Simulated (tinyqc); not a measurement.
Dead time and true rate from two light levels.

Question. A non-paralysable detector measures m = n/(1 + n td); dark counts are negligible. Find td and the true rate at the lower flux.

measured rates at a photon flux and at four times that flux (1/s): 1.8032787e6  4.6808511e6

Solution. 1/m = 1/n + td, so the difference of the inverse rates is 3/(4 n).

td = 100.0 ns
n = 2.200e6 1/s

tinyqc, about 0.01 s, one thread, Intel Xeon 2.30GHz (shared host): `OMP_NUM_THREADS=1 python tinyqc.py 2630142 2630143 out.jsonl`
